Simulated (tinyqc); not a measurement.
Inside a calculation. Model: pressure-driven transition between two phases with analytic equations of state. Computed by tinyqc, a small Python program that keeps every step. Command: `OMP_NUM_THREADS=1 python tinyqc.py 3001697 3001698 out.jsonl transition walk`. One thread of a shared host (Intel(R) Xeon(R) Processor @ 2.30GHz), about 0.03 s of CPU time with the checks. Intermediate numbers are printed to about 5 digits and carried at full precision; extremes and crossings named in words are read from the listed rows.

Each phase obeys E = E0 + (9 B0 V0/h^2) {1 + [h (1 - x) - 1] exp(h (1 - x))}, P = 3 B0 (1 - x) x^-2 exp(h (1 - x)), x = (V/V0)^(1/3), h = (3/2)(B' - 1); E0 = 0 for phase 1 and Delta E0 for phase 2. H = E + P V.

Inputs (values chosen for the exercise, for two model phases):
```
quantity                                   value             unit
volume V0 of phase 1                        30.9  angstrom^3/atom
B0 of phase 1                               28.3              GPa
B' of phase 1                               4.47                -
volume V0 of phase 2                        23.9  angstrom^3/atom
B0 of phase 2                               39.1              GPa
B' of phase 2                               4.97                -
energy of phase 2 above phase 1, Delta E0  0.012          eV/atom
entropy of phase 2 less phase 1, Delta S    0.48         k_B/atom
temperature T                                300                K
```

Equation of state: Vinet.

Constants: 1 eV/angstrom^3 = 160.2176634 GPa; k_B = 8.617333262e-05 eV/K.

## First estimate from rigid phases

If neither phase were compressed, P = Delta E0/(V0 of phase 1 - V0 of phase 2).

rigid estimate = 0.27466 GPa

## One Newton step

At the estimate, solve P(V) = P for each phase, form H, and step P(new) = P - (H_2 - H_1)/(V_2 - V_1), since dH/dP = V.

V_1 = 30.608 angstrom^3

H_1 = 0.052719 eV

V_2 = 23.736 angstrom^3

H_2 = 0.052829 eV

next pressure = 0.27724 GPa

## Transition pressure at zero temperature

Start from P = Delta E0/(V0 of phase 1 - V0 of phase 2); at each P solve P(V) = P for both phases and step P(new) = P - (H_2 - H_1)/(V_2 - V_1); stop when |H_2 - H_1| < 1e-10 eV. At the zero-temperature transition the volume change is V_2/V_1 - 1 and the work is P (V_1 - V_2).

Iterations:
```
step  P (GPa)  V_1 (angstrom^3)  V_2 (angstrom^3)  H_2 - H_1 (meV)
0     0.27466            30.608            23.736       1.1069e-01
1     0.27724            30.605            23.734       9.3542e-06
2     0.27724            30.605            23.734                0
```

transition pressure = 0.27724 GPa

V_1 at the transition = 30.605 angstrom^3

V_2 at the transition = 23.734 angstrom^3

volume change = -22.451 %

work P (V_1 - V_2) = 0.011890 eV/atom

The rigid estimate is low by 0.9 %: phase 1 shrinks faster than phase 2, so the volume gain narrows under pressure.

## Enthalpies against pressure

For each P solve P(V) = P in both phases.

Both phases:
```
P (GPa)  V_1 (angstrom^3)  V_2 (angstrom^3)  H_2 - H_1 (meV/atom)   stable
0.000              30.900            23.900                12.000  phase 1
0.069              30.825            23.858                 8.992  phase 1
0.140              30.749            23.815                 5.912  phase 1
0.210              30.675            23.774                 2.890  phase 1
0.260              30.623            23.744                 0.740  phase 1
0.300              30.582            23.721                -0.975  phase 2
0.360              30.520            23.686                -3.540  phase 2
0.440              30.439            23.640                -6.943  phase 2
```

H_2 - H_1 changes with slope V_2 - V_1, from -7.000 to -6.799 angstrom^3 per atom over the table, and passes zero at 0.28 GPa. An error of 10 meV per atom in Delta E0 moves the transition by about 0.23 GPa.

## Shift with temperature

At T the condition is H_2 - H_1 - T Delta S = 0, with Delta S constant and thermal expansion left out; the Clausius-Clapeyron slope is dP/dT = Delta S/(V_2 - V_1) at the zero-temperature point.

Clapeyron slope = -0.96449 MPa/K

transition pressure at T = -0.0093574 GPa

linear estimate at T = -0.012108 GPa

The dense phase has the higher entropy, so heating lowers the transition pressure. Caution: the transition pressure at T is negative: phase 2 is already the stable one at zero pressure. Caution: a constant Delta S holds only at high temperature; it vanishes as T goes to 0, so the shift counted from T = 0 is somewhat too large.

Checks made by the program: slope of the common tangent, -(E_2 - E_1)/(V_2 - V_1) (relative difference below 1e-10).
